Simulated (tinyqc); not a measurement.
Permeation of metal atoms or ions through a thin barrier or dielectric: time lag, field-aided drift and lifetime. From Q/(C0 d) back to time in units of d^2/D, s. Computed by tinyqc, a small Python program. Command: `OMP_NUM_THREADS=1 python tinyqc.py 3022554 3022555 out.jsonl barrier inv`. One thread of a shared host (Intel(R) Xeon(R) Processor @ 2.30GHz), about 0.05 s of CPU time with the checks.

The film 0 < x < d is empty at first; C = C0 at x = 0 and C = 0 at x = d. dC/dt = D d2C/dx2 - v dC/dx with drift v = D z e V/(k_B T d) (uniform field, no space charge).

Inputs (values chosen for the exercise, for a model case: singly charged ions through a dielectric):

| quantity | value | unit |
|---|---|---|
| thickness d | 77 | nm |
| prefactor D0 | 2.3e-09 | cm^2/s |
| activation energy E | 0.731 | eV |
| concentration at the source side C0 | 2.5e+14 | 1/cm^3 |
| charge number z | 1 | - |
| voltage V (positive drives ions across) | -0.55 | V |
| test temperature T | 225 | C |

Constants: k_B = 8.617333262e-05 eV/K.

Method:
- D = D0 exp(-E/(k_B T)); time scale d^2/D; Peclet number P = z V/(k_B T), k_B T in eV; 1 nm = 1e-7 cm.
- Temperatures in kelvin are T(C) + 273.15.
- Steady flux J = (D C0/d) P/(1 - exp(-P)); time lag in units of d^2/D: s_L = [P (1 + exp(-P))/(1 - exp(-P)) - 2]/P^2 (P = 0: J = D C0/d, s_L = 1/6).
- Dose through the film Q(s) = C0 d {f (s - s_L) - 2 exp(P/2) sum_(n=1..200) (-1)^n n^2 pi^2 exp(-l_n s)/l_n^2}, l_n = n^2 pi^2 + P^2/4, f = P/(1 - exp(-P)) the relative flux.

Problem. A run gave the result below. Find the time in units of d^2/D, s, known to lie between 0.095 and 0.23.

Q/(C0 d) = 2.58952e-06

Solution.

Each step takes the trial c = (a f_b - b f_a)/(f_b - f_a), f being the result less the target and a, b, c the logarithms of the listed values; c replaces end b, the old b replaces a if the sign of f changed, and otherwise f_a is halved.

Scan of the range:

| time in units of d^2/D, s | Q/(C0 d) |
|---|---|
| 0.095 | 1.10814e-06 |
| 0.110 | 1.58555e-06 |
| 0.128 | 2.18869e-06 |
| 0.148 | 2.87609e-06 |
| 0.171 | 3.67512e-06 |
| 0.198 | 4.61689e-06 |
| 0.230 | 5.73445e-06 |

False position (Illinois rule, in the logarithm of the input) inside the bracket:

| step | end a | end b | trial | Q/(C0 d) |
|---|---|---|---|---|
| 1 | 0.128000 | 0.148000 | 0.139308 | 2.57602e-06 |
| 2 | 0.148000 | 0.139308 | 0.139688 | 2.58910e-06 |
| 3 | 0.148000 | 0.139688 | 0.139711 | 2.58991e-06 |
| 4 | 0.139688 | 0.139711 | 0.139700 | 2.58952e-06 |
| 5 | 0.139711 | 0.139700 | 0.139700 | 2.58952e-06 |

Q/(C0 d) rises at every point of a 13-point scan of the range (every second point is shown), so one value fits; it is bracketed by 0.128 and 0.148. Answer: time in units of d^2/D, s = 0.1397.
